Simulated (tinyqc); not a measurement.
Inside a calculation. Model: memristor with linear dopant drift, Joglekar window.

tinyqc, about 0.2 s, one thread, Intel Xeon 2.30GHz (shared host): `OMP_NUM_THREADS=1 python tinyqc.py 2880065 2880066 out.jsonl` Printed values are rounded.

A film of thickness D has a doped share x: R = Ron x + Roff (1 - x), i = v/R, dx/dt = k i F with k = mv Ron/D^2 and F = 1 - (2 x - 1)^(2 p). The drive is v = V0 sin(2 pi f t). The model has no threshold and no heating.

Values chosen for this exercise:
- Ron = 200 ohm (resistance of the fully doped film)
- Roff = 5000 ohm (resistance of the undoped film)
- D = 15 nm (film thickness)
- mv = 3.2e-14 m^2/(V s) (dopant mobility)
- x0 = 0.45 (doped share at t = 0)
- V0 = 1 V (amplitude)
- p = 3 (window exponent)
- f = 15 Hz (frequency)

## Rate constant, charge and flux scales

k = mv Ron/D^2; R0 = R(x0); without a window the film fills (x = 1) after the charge (1 - x0)/k and the flux (R0^2 - Ron^2)/(2 k (Roff - Ron)); half a period supplies the flux V0/(pi f).

k = 28444.4 1/C
R0 = 2840 ohm
charge to fill = 19.3359 uC
flux to fill = 0.0293906 V s
flux of half a period = 0.0212207 V s

Half a period supplies 72.2 % of the flux to fill.

## Step 1: one Runge-Kutta step

x at step 0 = 0.45
j = 0

Step h = 1/(16 f), from t = j h. With g(t, x) = dx/dt: k1 = g(t, x), k2 = g(t + h/2, x + h k1/2), k3 = g(t + h/2, x + h k2/2), k4 = g(t + h, x + h k3), x(new) = x + h (k1 + 2 k2 + 2 k3 + k4)/6.

k1..k4 (1/s): [0.00000, 1.95395, 1.96749, 3.88667]
x at step 1 = 0.458146

## Step 2: one Runge-Kutta step

j = 1

As before.

k1..k4 (1/s): [3.88633, 5.72146, 5.75973, 7.48900]
x at step 2 = 0.481991

## Step 3: one Runge-Kutta step

j = 2

As before.

k1..k4 (1/s): [7.4869, 9.0561, 9.1109, 10.4940]
x at step 3 = 0.519710

## One period

The 16 Runge-Kutta steps against a converged integration; i uses the converged x.

One period:

| j | v (V) | x, coarse steps | x, converged | i (uA) |
|---|---|---|---|---|
| 0 | 0.000 | 0.4500 | 0.4500 | 0.0 |
| 1 | 0.383 | 0.4581 | 0.4581 | 136.6 |
| 2 | 0.707 | 0.4820 | 0.4820 | 263.2 |
| 3 | 0.924 | 0.5197 | 0.5197 | 368.8 |
| 4 | 1.000 | 0.5680 | 0.5680 | 439.9 |
| 5 | 0.924 | 0.6219 | 0.6219 | 458.5 |
| 6 | 0.707 | 0.6737 | 0.6737 | 400.3 |
| 7 | 0.383 | 0.7126 | 0.7126 | 242.3 |
| 8 | 0.000 | 0.7274 | 0.7274 | 0.0 |
| 9 | -0.383 | 0.7126 | 0.7126 | -242.3 |
| 10 | -0.707 | 0.6737 | 0.6737 | -400.3 |
| 11 | -0.924 | 0.6219 | 0.6219 | -458.5 |
| 12 | -1.000 | 0.5680 | 0.5680 | -439.9 |
| 13 | -0.924 | 0.5197 | 0.5197 | -368.8 |
| 14 | -0.707 | 0.4820 | 0.4820 | -263.2 |
| 15 | -0.383 | 0.4581 | 0.4581 | -136.6 |
| 16 | 0.000 | 0.4500 | 0.4500 | 0.0 |

The current vanishes with the voltage (pinched loop). At the same voltage, j = 2 and 6, it is 263 uA on the way up and 400 uA on the way down. x peaks at 0.7274 at half period and ends at 0.4500, its starting value: the state is a function of the flux alone. The coarse steps miss by at most 8.2e-6.
